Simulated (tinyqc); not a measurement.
Comparisons within one model: thin (001) film in sp3s* tight binding with raised dangling bonds. A value that a table varies takes the place of the one given here.

Planes alternate anion (a), cation (c) along [001], a/4 apart, starting with an anion; zero in-plane momentum; levels counted from the bulk Ev, the lower root of [[Epa, Vxx], [Vxx, Epc]]; no spin-orbit coupling. Block of s, pz, s*: from an anion to the cation above, Vss/2 (s,s), Vsapc/2 (s,z), -Vscpa/2 (z,s), Vxx/2 (z,z), Vxapc/2 (s*,z), -Vpaxc/2 (z,s*); to the cation below the same with the s-z and s*-z signs reversed. Block of u = (px + py)/sqrt2 and v = (px - py)/sqrt2: to the cation above (Vxx + Vxy)/2 for u and (Vxx - Vxy)/2 for v, to the cation below the reverse. Each surface atom has two dangling sp3 hybrids; raising both by dl adds (dl/2) [[1, t], [t, 1]] to its s, pz levels (t = -1 at the bottom face, +1 at the top) and dl to the one of u, v in whose plane the missing bonds lie (v for a bottom anion or a top cation, u for a top anion).

Values chosen for the exercise (near a published set for GaAs, fitted to gaps, whose masses and valley positions are rough; the results hold for these values, not for the real material): p = (-8.344, 1.044, -2.651, 3.666, 8.575, 6.725, -6.452, 1.959, 5.089, 4.498, 5.797, 4.838, 4.815) eV (order Esa, Epa, Esc, Epc, Exa, Exc, Vss, Vxx, Vxy, Vsapc, Vscpa, Vxapc, Vpaxc); Nw = 31 (planes in the thicker film); a = 5.654 angstrom (lattice constant); dp = 30 eV (value of dl for the passivated films); Ns = (6, 10, 15, 16, 23, 33, 49, 61) (numbers of planes).

## States in the gap of a film

edges (eV): Gamma 1.55671, Delta 2.03800

Levels between 0 and the lower bulk edge, the largest weight on the two outer planes of both faces among them, and the nearest levels outside, for several shifts dl.

Film of Nw planes:
```
dl (eV)  levels in the gap              at (eV)  surface weight  next above (eV)  next below (eV)
0                        3  0.070, 1.046, 1.046            0.80           1.6965          -0.0445
1                        2         0.144, 0.224            0.41           1.7076          -0.0431
2                        2         0.418, 0.464            0.48           1.7230          -0.0424
3                        2         0.725, 0.759            0.50           1.7448          -0.0420
5                        2         1.236, 1.286            0.43           1.8178          -0.0416
10                       0                    -               -           1.5569          -0.0411
30                       0                    -               -           1.6201          -0.0408
100                      0                    -               -           1.6313          -0.0406
```

Can the levels of the bare film be read as confined subbands?

No: with bare surfaces (dl = 0) 3 levels lie in the bulk gap, with up to 80 % of the weight on the four outer planes, two a face, where an even spread gives 13 %; these are dangling-bond states, not subbands. The reruns show the bulk gap clear from dl = 10 eV on, and at dl = 30 eV the next level above lies -11.2 meV from its value at 100 eV. At dl = 10 eV the next level above is more than 20 meV from its value at 100 eV, so the surface still acts on it.

## Gap against thickness

Passivated films (finite dp, so levels can still be some meV from their limit), thickness N a/4. Highest level below mid-gap (either block) and the two lowest above it. The exponents are -d ln(shift)/d ln N between the sixth and the last film, for the valence level and for the lowest conduction level.

Levels (eV):
```
N   thickness (angstrom)      Ev1     Ec1     Ec2     gap
6                   8.48  -0.4782  2.0053  2.3957  2.4836
10                 14.13  -0.2414  1.8278  2.1646  2.0692
15                 21.20  -0.1469  1.7135  2.0868  1.8605
16                 22.62  -0.1177  1.7171  2.0801  1.8349
23                 32.51  -0.0700  1.6501  1.9522  1.7201
33                 46.65  -0.0363  1.6149  1.7995  1.6513
49                 69.26  -0.0173  1.5900  1.6926  1.6074
61                 86.22  -0.0114  1.5807  1.6536  1.5921
```

exponents: valence 1.88, conduction 1.44

The gap is 2.484 eV at 8.5 angstrom and 1.592 eV at 86.2, against 1.557 eV in the bulk along this line. At 16 planes the conduction side gives 160 meV of the widening and the valence side 118 meV. A hard-walled parabolic band has exponent 2; departures come from the offset between N a/4 and the effective width, from non-parabolicity and from the termination (odd and even N end differently: in the direction of the bond rows at the two faces and, in a compound, in the kind of atom), which also makes single steps in N uneven. Ec1 is the Gamma subband.

## What each change does

A film of Nw planes with shift dp: highest level below mid-gap (half the lower bulk edge) and the two lowest above. Each row changes one parameter from the base and keeps the others.

Results:
```
case        Ev1 (eV)  Ec1 (eV)  Ec2 (eV)
base         -0.0408    1.6201    1.8218
Nw = 32      -0.0362    1.6228    1.8201
dp = 60 eV   -0.0407    1.6284    1.8388
```

The largest shifts from the base row, up to three for each result and ties (the steps differ in size, so this ranks the rows, not the parameters). Ev1 (eV): Nw +0.0046, dp +0.0001. Ec1 (eV): dp +0.0084, Nw +0.0028. Ec2 (eV): dp +0.0170, Nw -0.0017. An odd change of Nw also changes which atoms end the film, so levels need not move as thickness alone would move them; the row for dp shows how far the passivation is from converged.

Computed by tinyqc, a small Python program: `OMP_NUM_THREADS=1 python tinyqc.py 1452212 1452213 out.jsonl` (the numbers bound the seed that draws the inputs); one thread of a shared host (Intel(R) Xeon(R) Processor @ 2.30GHz), about 0.4 s for the whole set of steps.
